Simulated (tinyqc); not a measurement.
Electroplating on a thin resistive seed layer: kinetics, Wagner number and the terminal effect across a wafer: one step, computed by the program tinyqc. Command: `OMP_NUM_THREADS=1 python tinyqc.py 3121430 3121431 out.jsonl terminal walk`. One thread of a shared host (Intel(R) Xeon(R) Processor @ 2.30GHz), about 0.02 s of CPU time with the checks.

Current enters the seed at the rim. The bath is treated as a local resistance per area (no lateral flow in the liquid), two electrons per ion, molar volume 7.11 cm^3/mol, Faraday constant F = e N_A, kinematic viscosity 0.01 cm^2/s, omega = 2 pi x rpm/60; k_B T/e is in volts.

Task: Linear estimate of the terminal effect. Linearised: with R_t = kinetic + bath resistance the current density obeys (1/r)(r i')' = i R_s/R_t, so i = A I_0(r/l), l = sqrt(R_t/R_s); with x = R/l, edge/centre = I_0(x) and edge/mean = x I_0(x)/(2 I_1(x)). Voltage drop in the seed for a uniform current: i R_s R^2/4.

Inputs (values chosen for the exercise, of the order of those for copper plating on a thin cobalt or ruthenium seed): wafer radius R = 7.5 cm; mean current density = 13 mA/cm^2; temperature T = 298 K.

kinetic resistance = 3.873251 ohm cm^2

bath resistance R_b = 69.28571 ohm cm^2

sheet resistance R_s = 8.260870 ohm/square

Give: length l; x = R/l; edge over centre, linear; edge over mean, linear; drop for uniform current.

Result:

length l = 2.976 cm

x = R/l = 2.520

edge over centre, linear = 3.341

edge over mean, linear = 1.643

drop for uniform current = 1510 mV
